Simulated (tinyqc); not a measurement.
What moves the results: thin-film optics by transfer matrices. A value that a table varies takes the place of the one given here.

Indices N = n + i k. Snell: N0 sin(theta) = N_j sin(theta_j), with Im(N_j cos theta_j) >= 0. Admittance y_j = N_j cos theta_j for s and N_j/cos theta_j for p. Phase delta_j = 2 pi N_j cos theta_j d_j/lambda. Layer matrix [[cos delta, -i sin delta/y], [-i y sin delta, cos delta]], multiplied from the top down to M. (B, C) = M (1, y_sub); r = (y0 B - C)/(y0 B + C), R = |r|^2, T = 4 Re y0 Re y_sub/|y0 B + C|^2, absorbed in the films 1 - R - T.

Ellipsometry: rho = tan(Psi) exp(i Delta) = -conj(r_p/r_s) with the r of the admittance formula, Delta in 0 to 360 degrees, so that a bare dielectric at small angles gives Delta = 180.

Parameters, chosen for this exercise (indices near those of SiO2 on Cu; not measured data):
```
symbol  value           unit     meaning
lam     248             nm       vacuum wavelength
n0      1                        ambient index
n       (1.502, 1.444)           n of SiO2, substrate
k       (0, 1.703)               k in the same order
d       (7.9)           nm       thicknesses, top first
theta   65              degrees  angle of incidence
pol     p                        polarisation
```

## Swing curve: thickness of the top film

The first entry of d takes the values listed.

Stack:
```
d_1 (nm),R,T,absorbed
7.9,0.2114,0.7886,0.0000
25.2,0.2600,0.7400,0.0000
42.4,0.2423,0.7577,0.0000
59.7,0.1699,0.8301,0.0000
76.9,0.1086,0.8914,0.0000
94.2,0.1331,0.8669,0.0000
111.4,0.2113,0.7887,0.0000
128.7,0.2599,0.7401,0.0000
145.9,0.2423,0.7577,0.0000
163.2,0.1700,0.8300,0.0000
180.4,0.1087,0.8913,0.0000
197.7,0.1330,0.8670,0.0000
215.0,0.2116,0.7884,0.0000
```

R swings between 0.1086 and 0.2600 on these points. The period is lambda/(2 Re(N_1 cos theta_1)) = 103.5 nm, six rows. The film does not absorb, so the swing repeats exactly. The swing ratio (max - min)/mean is 0.80.

## Angle of incidence

Both polarisations.

Stack:
```
theta (degrees),R_s,R_p,Psi,Delta
0,0.2720,0.2720,45.00,180.00
15,0.2850,0.2621,43.80,176.29
30,0.3263,0.2348,40.31,164.44
45,0.4032,0.2005,35.19,141.84
55,0.4803,0.1883,32.05,118.38
60,0.5284,0.1929,31.14,103.67
65,0.5838,0.2114,31.04,87.22
70,0.6474,0.2519,31.96,69.62
75,0.7199,0.3272,33.99,51.68
80,0.8023,0.4565,37.03,34.01
85,0.8954,0.6679,40.82,16.83
```

R_s and R_p agree at normal incidence (0.2720). R_p is lowest at 55 degrees of those listed (0.1883), where R_s = 0.4803; the top face alone would stop reflecting p light at arctan(n/n0) = 56.3 degrees, while the layers and the substrate below set where the minimum falls. R_s rises steadily with the angle.

## Sensitivity of the reflectance

R for both polarisations. Each row changes one parameter from the base and keeps the others.

Results:
```
case,R_s,R_p,T_s
base,0.5838,0.2114,0.4162
d = (12.9) nm,0.5152,0.2312,0.4848
"n = (1.532, 1.444)",0.5783,0.2109,0.4217
"k = (0, 1.883)",0.6221,0.2432,0.3779
lam = 253 nm,0.5856,0.2107,0.4144
theta = 70 degrees,0.6474,0.2519,0.3526
```

The largest shifts from the base row, up to three for each result and ties (the steps differ in size, so this ranks the rows, not the parameters). R_s: d -0.0686, theta +0.0636, k +0.0382. R_p: theta +0.0405, k +0.0318, d +0.0198. T_s: d +0.0686, theta -0.0636, k -0.0382.

Run: tinyqc, `OMP_NUM_THREADS=1 python tinyqc.py 1652762 1652763 out.jsonl`; Intel(R) Xeon(R) Processor @ 2.30GHz, one thread, shared host; about 0.02 s of CPU time with all checks.
